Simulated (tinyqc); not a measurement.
Inter-valley coupling by envelope functions against a chain of atomic planes, step by step. Values are carried at full precision from step to step, so a last printed digit may differ when a step is redone from the rounded ones.

Chain: E(phi) = e0 + 2 v cos(phi) + 2 u cos(2 phi), cos(phi0) = -v/(4u), e0 = 2u + v^2/(4u); plane j = 0, 1, ... has the potential V_j = dE x_j + F (j - 30) a/4 (1 MV/m = 1e-4 V/angstrom). There are 30 barrier planes a side; with y = j - 29.5, x_j = xb (f(y) + f(Nw - y)), f(y) = 1/(1 + exp(y/L)), plus any Ge added in the well. The valley splitting is the spacing of the two lowest levels. Envelope theory: F_j solves a one-valley chain with hopping -b and diagonal 2b + V_j, b = 4u sin^2(phi0), sum F_j^2 = 1; the valleys couple by Dv = sum_j F_j^2 V_j exp(-2 i phi0 j) and split by 2|Dv|.

Constants: hbar^2/2m0 = 3.80998211 eV angstrom^2.

Parameters, chosen for this exercise (near those of the Delta valleys of silicon in a SiGe well; shifted at random, so the results belong to these values and not to a real crystal):
- a = 5.431 angstrom (lattice constant; planes lie a/4 apart)
- u = 0.59 eV (second-neighbour hopping)
- v = 0.651 eV (nearest hopping)
- Nw = 63 (planes in the well)
- L = 1 planes (interface width)
- xb = 0.29 (Ge fraction of the barriers)
- dE = 0.62 eV (offset per unit Ge fraction)
- F = 0 MV/m (field)
- js = 78 (plane j of a Ge spike (the well starts at j = 30))
- xs = 0.17 (Ge fraction added on that plane)

## Valley phase, mass and the wavelengths that couple the valleys

phi0; b = 4u sin^2(phi0); mass m/m0 = c/(b (a/4)^2), c = hbar^2/2m0. A potential couples the valleys if its phase advances by 2 phi0 a plane, or, since only whole planes count, by 2 pi - 2 phi0: periods pi/phi0 and pi/(pi - phi0) planes.

phi0 = 1.85027 rad
b = 2.18042 eV
mass = 0.9479 m0

periods (planes): pi/phi0 1.6979, pi/(pi - phi0) 2.4328

longer period = 3.3032 angstrom

## The smooth well

Lowest doublet of the chain and the envelope result.

level (meV): chain 4.581, envelope 4.590

splitting (micro-eV): chain 0.799, envelope 0.858

planes covered, 1/sum F^4 = 45.79
largest F_j^2 = 0.02916

The levels agree within 0.01 meV. A graded interface has little Fourier weight at 2 phi0, so the splitting is a small remainder of cancelling terms; the envelope value is 1.07 times that of the chain.

## One plane of added Ge, to first order

F_j^2 of the smooth well on that plane = 0.01474

F_j is the envelope on plane j (sum F_j^2 = 1) and Dv the coupling of the two valleys, which split by 2|Dv|. A single plane has Fourier weight at all wavelengths: it adds dE xs F_j^2 to |Dv|, so the splitting is about 2 dE xs F_j^2 if this term rules, and the mean of the doublet rises by dE xs F_j^2.

splitting = 3106 micro-eV
rise of the mean level = 1.553 meV

The chain with the spike gives 1761 micro-eV and a rise of 0.880 meV; the envelope solved with the spike gives 1632. First order is +76 % off: the state draws back from the spike, which the envelope solved anew includes.

## Checks

- Splitting with a weak spike (0.02) on plane j = 51 from the envelope against the chain (micro-eV): both 548.

Program tinyqc; command `OMP_NUM_THREADS=1 python tinyqc.py 1451694 1451695 out.jsonl`; about 0.05 s on one thread of a shared Intel(R) Xeon(R) Processor @ 2.30GHz.
